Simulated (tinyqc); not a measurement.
Comparisons within one model: coherent potential approximation for a binary alloy with a semi-elliptic band. A value that a table varies takes the place of the one given here.

Site levels eA = -x d (share 1 - x) and eB = (1 - x) d (share x), so that their mean, the virtual crystal, is 0. Pure band: G0(z) = 2 (z - sqrt(z - W) sqrt(z + W))/W^2 with principal roots, density -Im G/pi per site. The medium has a self-energy S(z), G = G0(z - S), z = E + i eta. t_i = (e_i - S)/(1 - (e_i - S) G); the CPA demands <t> = (1 - x) tA + x tB = 0. Iteration: start at S = 0, set S(new) = S + <t>/(1 + <t> G), stop when |<t>| < 1e-9 eV.

Values chosen for the exercise: W = 4.2 eV (half width of the pure band); x = 0.28 (fraction of B); d = 1.23 eV (eB - eA); eta = 0.084 eV (broadening); E1 = -4.5 eV (first energy); dE = 0.69 eV (step); E = -0.03 eV (energy).

## Virtual crystal, CPA and unmixed bands

Fifteen energies E1 + j dE. Virtual crystal: G0(z). Unmixed: (1 - x) G0(z - eA) + x G0(z - eB), the limit of large separate grains.

Densities (1/eV) and self-energy (eV):
```
E (eV)  virtual crystal     CPA  unmixed     Re S     Im S
-4.50            0.0053  0.0070   0.0182  -0.0863  -0.0044
-3.81            0.0612  0.0673   0.0606  -0.1014  -0.0395
-3.12            0.0985  0.1001   0.0920  -0.0954  -0.0631
-2.43            0.1207  0.1200   0.1178  -0.0871  -0.0820
-1.74            0.1350  0.1328   0.1331  -0.0768  -0.0992
-1.05            0.1438  0.1403   0.1423  -0.0637  -0.1151
-0.36            0.1480  0.1436   0.1467  -0.0472  -0.1299
0.33             0.1481  0.1431   0.1468  -0.0262  -0.1428
1.02             0.1440  0.1388   0.1426  -0.0001  -0.1520
1.71             0.1355  0.1306   0.1338   0.0312  -0.1548
2.40             0.1214  0.1181   0.1192   0.0661  -0.1478
3.09             0.0997  0.0994   0.0960   0.1017  -0.1279
3.78             0.0634  0.0700   0.0508   0.1341  -0.0902
4.47             0.0057  0.0096   0.0236   0.1296  -0.0121
5.16             0.0022  0.0025   0.0044   0.0869  -0.0029
```

What does this show, and why?

d/W = 0.29. CPA and virtual crystal differ by at most 0.007 1/eV, at 3.78 eV, against a peak of 0.152 for the pure band. |Im S| is largest at 1.71 eV (Im S = -0.155 eV); where the density is near zero this is no damping of states. On these rows the CPA density keeps one maximum: the bands are amalgamated.

## Bowing of the band edge from disorder

For eta = 0 the CPA reads G = (1 - x)/(y - eA) + x/(y - eB) with y = E - W^2 G/4; the lower edge is the maximum of E(y) = y + W^2 G(y)/4 for y < eA. The virtual crystal puts it at -W. Second order: -W - 2 x (1 - x) d^2/W, from S = x (1 - x) d^2 G0(-W), G0(-W) = -2/W.

Lower edge (eV):
```
x        edge  edge + W  second order  (edge + W)/(x (1 - x))
0.05  -4.2222   -0.0222       -0.0342                 -0.4680
0.10  -4.2434   -0.0434       -0.0648                 -0.4826
0.25  -4.3001   -0.1001       -0.1351                 -0.5340
0.40  -4.3441   -0.1441       -0.1729                 -0.6006
0.50  -4.3644   -0.1644       -0.1801                 -0.6577
0.60  -4.3753   -0.1753       -0.1729                 -0.7304
0.75  -4.3669   -0.1669       -0.1351                 -0.8900
0.90  -4.3076   -0.1076       -0.0648                 -1.1957
0.95  -4.2660   -0.0660       -0.0342                 -1.3891
```

second-order coefficient = -0.7204 eV

What can be read from the table?

Disorder pushes the edge below the virtual crystal, most at x = 0.6 (-175 meV). The coefficient runs from -0.468 at x = 0.05 to -1.389 eV at 0.95, against -0.720 in second order: it depends strongly on x and is largest in size where the low-lying A atoms are dilute and act as attractive impurities.

## When the band splits

x as given, d varied, eta as given. The density is taken at E = (eA + eB)/2 and at E = eA + eB = (1 - 2x) d, where S has its pole for well split bands; a gap shows as a density of the size of the broadening tail.

Between the two levels:
```
d/W  d (eV)  density at the midpoint (1/eV)  density at (1 - 2x) d (1/eV)  Im S at the midpoint (eV)
0.2    0.84                          0.1461                        0.1456                     -0.066
0.4    1.68                          0.1388                        0.1364                     -0.262
0.6    2.52                          0.1273                        0.1195                     -0.559
0.8    3.36                          0.1132                        0.0912                     -0.861
1.0    4.20                          0.0977                        0.0377                     -1.045
1.2    5.04                          0.0795                        0.0180                     -1.055
1.5    6.30                          0.0367                        0.0072                     -0.653
2.0    8.40                          0.0026                        0.0027                     -0.277
```

How do the results move?

The midpoint density falls from 0.146 to 0.0026 1/eV; it first drops below a tenth of the pure peak (0.015) at d/W = 2. At (1 - 2x) d the density drops below that mark at d/W = 1.5, so the bands have parted by then (this mark lags the true splitting), and is least, 0.0027, at d/W = 2. For x = 1/2 the two coincide and the band splits at d = W exactly; here x = 0.28. The size of Im Sigma at the midpoint is largest at d/W = 1.2. It is a lifetime only where the density there is finite; for well separated bands, d/W above 1/(2 sqrt(x (1 - x))), S has a pole in the gap at (1 - 2x) d.

## What each parameter does

Converged values at E. Each row changes one parameter from the base and keeps the others.

Results:
```
case            Re S (eV)  Im S (eV)  density (1/eV)
base              -0.0378    -0.1364          0.1438
W = 4.62 eV       -0.0313    -0.1253          0.1317
x = 0.33          -0.0336    -0.1544          0.1432
d = 1.353 eV      -0.0502    -0.1634          0.1429
eta = 0.168 eV    -0.0362    -0.1339          0.1411
E = 0.39 eV       -0.0242    -0.1438          0.1428
```

What can be read from the table?

The largest shifts from the base row, up to three for each result and ties (the steps differ in size, so this ranks the rows, not the parameters). Re S (eV): E +0.0136, d -0.0125, W +0.0065. Im S (eV): d -0.0269, x -0.0180, W +0.0111. density (1/eV): W -0.0121, eta -0.0028, E -0.0010.

Run: tinyqc, `OMP_NUM_THREADS=1 python tinyqc.py 1482863 1482864 out.jsonl`; Intel(R) Xeon(R) Processor @ 2.30GHz, one thread, shared host; about 0.01 s of CPU time with all checks.
